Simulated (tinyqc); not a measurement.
From one set of inputs to another, one input at a time: correction of a charged-defect supercell by a model charge and potential alignment (plane-averaged potentials). Computed by tinyqc, a small Python program. Command: `OMP_NUM_THREADS=1 python tinyqc.py 3110335 3110336 out.jsonl align ladder`. One thread of a shared host (Intel(R) Xeon(R) Processor @ 2.30GHz), about 0.02 s of CPU time with the checks.

The "true" defect charge is (1 - x) q in a Gaussian of width sigma plus x q in one of width sigma_t, so the exact answer is known; the correction sees only a single model Gaussian of width sigma_m. A Gaussian of width s has the transform rho(G) = exp(-G^2 s^2/2), normalised to 1. A uniform background cancels q, so G = 0 is left out. Potentials are those felt by a unit positive charge. E_0 is the formation energy of the isolated defect, E_cell its value in the supercell, E_lat = E_iso - E_per of the model charge, C the true less the model potential far from the defect; the exact correction is E_0 - E_cell, and the error of a scheme is E_cell plus its correction less E_0.

The inputs printed are set A. Inputs not listed in the table keep their values of set A, so the rows need not describe a real material.

Inputs (values chosen for the exercise, with screening close to that of GaN):

| quantity | value | unit |
|---|---|---|
| defect charge q | 2 | e |
| dielectric constant eps | 9.83 | - |
| edge of the cubic cell L | 12.1 | angstrom |
| width sigma of the true defect charge | 1.2 | angstrom |
| width sigma_m of the model charge | 0.9 | angstrom |
| share x of the charge in a wide tail | 0.062 | - |
| width sigma_t of the tail | 1.9 | angstrom |
| formation energy of the isolated defect E_0 | 3.42 | eV |

Constants: e^2/(4 pi eps_0) = 14.39964548 eV angstrom.

Method:
- Periodic energy E_per = (2 pi q^2/(eps L^3)) (e^2/(4 pi eps_0)) sum_(G != 0) rho(G)^2/G^2, G = (2 pi/L)(n1, n2, n3), |n_i| <= 16. Isolated energy: two Gaussians of charges q_a, q_b and widths a, b interact by q_a q_b (e^2/(4 pi eps_0 eps)) sqrt(2/pi)/sqrt(a^2 + b^2), and the self-energy is half the sum over pairs.
- Supercell value E_cell = E_0 + E_per - E_iso for the true charge.
- E_lat = E_iso - E_per for the model charge; point-charge value alpha q^2 e^2/(4 pi eps_0 eps 2 L) with alpha = 2.837297.
- Plane-averaged potential at distance z from the defect: V(z) = (4 pi q/(eps L^3)) (e^2/(4 pi eps_0 e)) sum_(m != 0) rho(G_m) cos(G_m z)/G_m^2, G_m = 2 pi m/L, |m| <= 40.
- C = difference at z = L/2; E_corr = E_cell + E_lat - q C. For charges that have died out at L/2, C = (2 pi q/(eps L^3)) (e^2/(4 pi eps_0 e)) (<s^2> - sigma_m^2), <s^2> = (1 - x) sigma^2 + x sigma_t^2.

Each row keeps all changes above it:

| input moved | from | to | E_lat (eV) | error without alignment (meV) | error with the point-charge term alone (meV) |
|---|---|---|---|---|---|
| set A | - | - | 0.67015 | 15.888 | 32.722 |
| edge of the cubic cell L (angstrom) | 12.1 | 11 | 0.73328 | 21.147 | 43.552 |
| width sigma of the true defect charge (angstrom) | 1.2 | 0.89 | 0.73328 | 4.337 | 26.742 |
| width sigma_m of the model charge (angstrom) | 0.9 | 0.81 | 0.73754 | 8.594 | 26.742 |
| width sigma_t of the tail (angstrom) | 1.9 | 1.4 | 0.73754 | 5.765 | 23.913 |
| share x of the charge in a wide tail | 0.062 | 0 | 0.73754 | 3.762 | 21.910 |
| dielectric constant eps | 9.83 | 22.8 | 0.31798 | 1.622 | 9.446 |

E_lat goes from 0.670 to 0.318, a factor 0.474 in all. The largest single move comes from dielectric constant eps (a factor 0.431), and edge of the cubic cell L works against it (a factor 1.09). Error without alignment goes from 15.9 to 1.62, a factor 0.102 in all. The largest single move comes from width sigma of the true defect charge (a factor 0.205), and width sigma_m of the model charge works against it (a factor 1.98). Error with the point-charge term alone goes from 32.7 to 9.45, a factor 0.289 in all. The largest single move comes from dielectric constant eps (a factor 0.431), and edge of the cubic cell L works against it (a factor 1.33). The single moves hold for this order of the switches; the total does not depend on the order.

Extremes, crossings and ranges named in words are read from the listed rows.
